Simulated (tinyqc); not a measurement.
Inversion-layer mobility, back-scattering and ballistic limit of a field-effect transistor: one step, computed by the program tinyqc. Command: `OMP_NUM_THREADS=1 python tinyqc.py 3013810 3013811 out.jsonl mos walk`. One thread of a shared host (Intel(R) Xeon(R) Processor @ 2.30GHz), about 0.01 s of CPU time with the checks.

The charge at the top of the source barrier is fixed by the gate; series resistance and short-channel effects are left out. F_j are Fermi integrals normalised to exp(eta) in the classical limit.

Problem. Ballistic limit. F_j(eta) = (1/Gamma(j + 1)) int_0^infinity x^j/(1 + exp(x - eta)) dx, F_0 = ln(1 + exp(eta)). Integrals over x = E/(k_B T) use 160 Gauss-Legendre points in u = sqrt(x) from 0 to sqrt(max(eta, 0) + 32). Ballistic channel: N_2D = g_v m k_B T/(pi hbar^2), U = e V_D/(k_B T); eta_F solves N_inv = (N_2D/2)[F_0(eta_F) + F_0(eta_F - U)]; v_T = sqrt(2 k_B T/(pi m)); I/W = e (N_2D/2) v_T [F_1/2(eta_F) - F_1/2(eta_F - U)]; injection velocity v_T F_1/2(eta_F)/F_0(eta_F).

Inputs (values chosen for the exercise, modelled on a 4H-SiC n-channel): transport mass m = 0.31 m_0; valley degeneracy g_v = 3; drain voltage V_D = 1.2 V; temperature T = 400 K.

Statistics at the top of the barrier: Fermi-Dirac.

inversion density N_inv = 6.260564e+12 1/cm^2

Constants: m_0 = 9.1093837015e-31 kg; k_B = 1.380649e-23 J/K; hbar = 1.054571817e-34 J s; k_B = 8.617333262e-05 eV/K; e = 1.602176634e-19 C.

Give: N_2D; eta_F; thermal velocity v_T; injection velocity; ballistic current I/W.

Solution.

N_2D = 1.3391e+13 1/cm^2

eta_F = 0.43652

thermal velocity v_T = 1.1158 1e7 cm/s

injection velocity = 1.2732 1e7 cm/s

ballistic current I/W = 1277.1 microampere/micrometre

Degeneracy raises the injection velocity by a factor 1.14.
